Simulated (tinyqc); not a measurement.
# Pressure-driven transition between two phases with analytic equations of state, step by step

A worked calculation. Computed by tinyqc, a small Python program that keeps every step. Command: `OMP_NUM_THREADS=1 python tinyqc.py 3003552 3003553 out.jsonl transition walk`. One thread of a shared host (Intel(R) Xeon(R) Processor @ 2.30GHz), about 0.02 s of CPU time with the checks. Intermediate numbers are printed to about 5 digits and carried at full precision; extremes and crossings named in words are read from the listed rows.

Each phase obeys E = E0 + (9 V0 B0/16) [y^3 B' + y^2 (2 - 4 y)], y = (V0/V)^(2/3) - 1; P = (3 B0/2) (x^7 - x^5) [1 + (3/4)(B' - 4)(x^2 - 1)], x = (V0/V)^(1/3); E0 = 0 for phase 1 and Delta E0 for phase 2. H = E + P V.

Inputs (values chosen for the exercise, for two model phases):
```
quantity                                   value             unit
volume V0 of phase 1                        15.9  angstrom^3/atom
B0 of phase 1                               40.2              GPa
B' of phase 1                               4.67                -
volume V0 of phase 2                        12.7  angstrom^3/atom
B0 of phase 2                               37.4              GPa
B' of phase 2                               3.88                -
energy of phase 2 above phase 1, Delta E0  0.059          eV/atom
entropy of phase 2 less phase 1, Delta S    0.22         k_B/atom
temperature T                               1200                K
```

Equation of state: Birch-Murnaghan.

Constants: 1 eV/angstrom^3 = 160.2176634 GPa; k_B = 8.617333262e-05 eV/K.

## First estimate from rigid phases

If neither phase were compressed, P = Delta E0/(V0 of phase 1 - V0 of phase 2).

rigid estimate = 2.9540 GPa

## One Newton step

At the estimate, solve P(V) = P for each phase, form H, and step P(new) = P - (H_2 - H_1)/(V_2 - V_1), since dH/dP = V.

V_1 = 14.924 angstrom^3

H_1 = 0.28363 eV

V_2 = 11.852 angstrom^3

H_2 = 0.28491 eV

next pressure = 3.0208 GPa

## Transition pressure at zero temperature

Start from P = Delta E0/(V0 of phase 1 - V0 of phase 2); at each P solve P(V) = P for both phases and step P(new) = P - (H_2 - H_1)/(V_2 - V_1); stop when |H_2 - H_1| < 1e-10 eV. At the zero-temperature transition the volume change is V_2/V_1 - 1 and the work is P (V_1 - V_2).

Iterations:
```
step  P (GPa)  V_1 (angstrom^3)  V_2 (angstrom^3)  H_2 - H_1 (meV)
0      2.9540            14.924            11.852       1.2808e+00
1      3.0208            14.905            11.836       4.7600e-04
2      3.0208            14.905            11.836                0
```

transition pressure = 3.0208 GPa

V_1 at the transition = 14.905 angstrom^3

V_2 at the transition = 11.836 angstrom^3

volume change = -20.592 %

work P (V_1 - V_2) = 0.057870 eV/atom

The rigid estimate is low by 2.2 %: phase 1 shrinks faster than phase 2, so the volume gain narrows under pressure.

## Enthalpies against pressure

For each P solve P(V) = P in both phases.

Both phases:
```
P (GPa)  V_1 (angstrom^3)  V_2 (angstrom^3)  H_2 - H_1 (meV/atom)   stable
0.00               15.900            12.700                59.000  phase 1
0.76               15.614            12.454                43.917  phase 1
1.50               15.362            12.235                29.398  phase 1
2.30               15.112            12.017                13.866  phase 1
2.80               14.967            11.890                 4.236  phase 1
3.30               14.829            11.769                -5.340  phase 2
3.90               14.672            11.631               -16.763  phase 2
4.80               14.452            11.437               -33.771  phase 2
```

H_2 - H_1 changes with slope V_2 - V_1, from -3.200 to -3.015 angstrom^3 per atom over the table, and passes zero at 3.02 GPa. An error of 10 meV per atom in Delta E0 moves the transition by about 0.52 GPa.

## Shift with temperature

At T the condition is H_2 - H_1 - T Delta S = 0, with Delta S constant and thermal expansion left out; the Clausius-Clapeyron slope is dP/dT = Delta S/(V_2 - V_1) at the zero-temperature point.

Clapeyron slope = -0.98963 MPa/K

transition pressure at T = 1.8414 GPa

linear estimate at T = 1.8333 GPa

The dense phase has the higher entropy, so heating lowers the transition pressure. Caution: a constant Delta S holds only at high temperature; it vanishes as T goes to 0, so the shift counted from T = 0 is somewhat too large.

Checks made by the program: slope of the common tangent, -(E_2 - E_1)/(V_2 - V_1) (relative difference below 1e-10).
